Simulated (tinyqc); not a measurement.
Thermal stress and diffusional relaxation in a metal film: Coble and Nabarro-Herring creep, cooling and holds. Changing the grain size d. Computed by tinyqc, a small Python program. Command: `OMP_NUM_THREADS=1 python tinyqc.py 3008332 3008333 out.jsonl creep sweep`. One thread of a shared host (Intel(R) Xeon(R) Processor @ 2.30GHz), about 0.06 s of CPU time with the checks.

A thin film on a rigid substrate is stress-free at T0. Tension is positive and the film creeps linearly: d sigma/dt = -M (mismatch) dT/dt - sigma/tau.

Inputs (values chosen for the exercise, modelled on aluminium films on silicon):
```
quantity,value,unit
biaxial modulus M,116,GPa
expansion mismatch,20.4,1e-6/K
atomic volume Omega,16.6,angstrom^3
lattice prefactor D0,0.00015,m^2/s
lattice energy E,1.51,eV
boundary prefactor (delta D_b)0,3.1e-14,m^3/s
boundary energy E_b,0.892,eV
stress-free temperature T0,350,C
hold temperature T,210,C
hold time t,0.01,h
cooling rate,30,C/min
yield stress,230,MPa
```

Constants: k_B = 1.380649e-23 J/K; k_B = 8.617333262e-05 eV/K.

Method:
- Thermoelastic slope = M x mismatch; sigma_0 = slope x (T0 - T).
- Creep rate per stress: Nabarro-Herring 14 D Omega/(k_B T d^2), Coble (14 pi) delta D_b Omega/(k_B T d^3), with D = D0 exp(-E/(k_B T)), delta D_b = (delta D_b)0 exp(-E_b/(k_B T)); 1/tau = M x (sum of both)/2 (biaxial strain rate is half the uniaxial one).
- Temperatures in kelvin are T(C) + 273.15.
- sigma(t) = sigma_0 exp(-t/tau), relaxed part sigma_0 - sigma(t); the grain size where both mechanisms are equal is pi delta D_b/D.
- Cooling from T0 at the constant rate: d sigma/dT = -slope + sigma/(tau(T) x rate), integrated to 25 C (stiff solver, tolerance 1e-9).
- Effective stress-free temperature T_eff = 25 C + sigma/slope.

One run for each value:
```
grain size d (um),relaxation time tau (h),stress at 25 C (MPa),effective stress-free temperature (C)
0.55,4.7334e-04,273.29,140.49
1.10,3.7855e-03,358.47,176.48
2.30,3.4582e-02,466.64,222.19
4.80,3.1390e-01,597.65,277.55
10.00,2.8303e+00,724.49,331.16
```

Over the rows, relaxation time tau (h) rises from 4.73e-4 to 2.83 (exponent d ln y / d ln x about 3.0 throughout); stress at 25 C (MPa) rises from 273 to 724 (exponent d ln y / d ln x 0.39 between the first rows and 0.26 between the last). The exponent of relaxation time tau stays at 3: Coble creep. Fine grains creep fast, so the film stays relaxed to a lower temperature and keeps less stress. Left out: 0.0300, 0.0620, 0.130, 0.260 (the stress of the hold has relaxed completely).

Caution (all rows): the elastic stress exceeds the yield stress, so dislocation glide would cap it first. Caution (all rows): bulk creep laws overstate relaxation in a bonded film, and dislocation glide would cap stresses above the yield stress.
